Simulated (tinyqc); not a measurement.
On-chip power grid, static voltage drop by conjugate gradients: two steps of the calculation.

A grid of 4 rows and 4 columns, node k = 4 row + column. Neighbours in a row are joined by Rx, in a column by Ry; pad nodes, which reach the supply through Rp: 0, 12. Each node draws I0, node 6 draws kh I0. The drops u = Vdd - V solve G u = i, with G the conductance matrix (1/Rp added on the diagonal at pad nodes).

Parameters, values chosen for the exercise:
```
symbol  value  unit                                   meaning
Vdd       0.9     V                            supply voltage
Rx        1.3   ohm        resistance of a horizontal segment
Ry          1   ohm          resistance of a vertical segment
Rp      0.048   ohm  resistance from a pad node to the supply
I0        2.4    mA          load current of an ordinary node
kh          1              factor on the load at the hot node
```

Problem 1. Conjugate-gradient step. q = G p; a = (r.r)/(p.q); u(new) = u + a p; r(new) = r - a q; b = (r.r)(new)/(r.r); p(new) = r(new) + b p.

u after iteration 1 (mV):

|  | col 0 | col 1 | col 2 | col 3 |
|---|---|---|---|---|
| row 0 | 0.92160000 | 0.92160000 | 0.92160000 | 0.92160000 |
| row 1 | 0.92160000 | 0.92160000 | 0.92160000 | 0.92160000 |
| row 2 | 0.92160000 | 0.92160000 | 0.92160000 | 0.92160000 |
| row 3 | 0.92160000 | 0.92160000 | 0.92160000 | 0.92160000 |

r after iteration 1 (mA):

|  | col 0 | col 1 | col 2 | col 3 |
|---|---|---|---|---|
| row 0 | -16.800000 | 2.400000 | 2.400000 | 2.400000 |
| row 1 | 2.400000 | 2.400000 | 2.400000 | 2.400000 |
| row 2 | 2.400000 | 2.400000 | 2.400000 | 2.400000 |
| row 3 | -16.800000 | 2.400000 | 2.400000 | 2.400000 |

p after iteration 1 (mA):

|  | col 0 | col 1 | col 2 | col 3 |
|---|---|---|---|---|
| row 0 | 0.000000 | 19.200000 | 19.200000 | 19.200000 |
| row 1 | 19.200000 | 19.200000 | 19.200000 | 19.200000 |
| row 2 | 19.200000 | 19.200000 | 19.200000 | 19.200000 |
| row 3 | 0.000000 | 19.200000 | 19.200000 | 19.200000 |

Give: q; a; u after iteration 2; r after iteration 2; b; p after iteration 2.

Solution 1.

q (mA S):

|  | col 0 | col 1 | col 2 | col 3 |
|---|---|---|---|---|
| row 0 | -33.97 | 14.77 | 0.00 | 0.00 |
| row 1 | 19.20 | 0.00 | 0.00 | 0.00 |
| row 2 | 19.20 | 0.00 | 0.00 | 0.00 |
| row 3 | -33.97 | 14.77 | 0.00 | 0.00 |

a = 0.4946 ohm

u after iteration 2 (mV):

|  | col 0 | col 1 | col 2 | col 3 |
|---|---|---|---|---|
| row 0 | 0.92 | 10.42 | 10.42 | 10.42 |
| row 1 | 10.42 | 10.42 | 10.42 | 10.42 |
| row 2 | 10.42 | 10.42 | 10.42 | 10.42 |
| row 3 | 0.92 | 10.42 | 10.42 | 10.42 |

r after iteration 2 (mA):

|  | col 0 | col 1 | col 2 | col 3 |
|---|---|---|---|---|
| row 0 | 0.000 | -4.904 | 2.400 | 2.400 |
| row 1 | -7.096 | 2.400 | 2.400 | 2.400 |
| row 2 | -7.096 | 2.400 | 2.400 | 2.400 |
| row 3 | 0.000 | -4.904 | 2.400 | 2.400 |

b = 0.3199

p after iteration 2 (mA):

|  | col 0 | col 1 | col 2 | col 3 |
|---|---|---|---|---|
| row 0 | 0.000 | 1.239 | 8.543 | 8.543 |
| row 1 | -0.953 | 8.543 | 8.543 | 8.543 |
| row 2 | -0.953 | 8.543 | 8.543 | 8.543 |
| row 3 | 0.000 | 1.239 | 8.543 | 8.543 |

Problem 2. Worst drop, pad currents and power lost. Pad current u/Rp; worst drop as a share of Vdd; power lost in the grid and pads sum_k i_k u_k; power delivered sum_k i_k (Vdd - u_k).

converged u (mV):

|  | col 0 | col 1 | col 2 | col 3 |
|---|---|---|---|---|
| row 0 | 0.921600 | 13.136243 | 20.027600 | 23.289199 |
| row 1 | 8.325721 | 14.831078 | 20.419721 | 23.398122 |
| row 2 | 8.325721 | 14.831078 | 20.419721 | 23.398122 |
| row 3 | 0.921600 | 13.136243 | 20.027600 | 23.289199 |

Wanted: worst drop; share of Vdd; pad currents; power lost; power delivered.

Solution 2.

worst drop = 23.40 mV
share of Vdd = 2.600 %
pad currents (mA): node 0 19.20, node 12 19.20
power lost = 0.5969 mW
power delivered = 33.96 mW

The pad currents add up to the total load, 38.40 mA. The worst drop is at node 7 and 11.

tinyqc, about 0.1 s, one thread, Intel Xeon 2.30GHz (shared host): `OMP_NUM_THREADS=1 python tinyqc.py 2770167 2770168 out.jsonl`
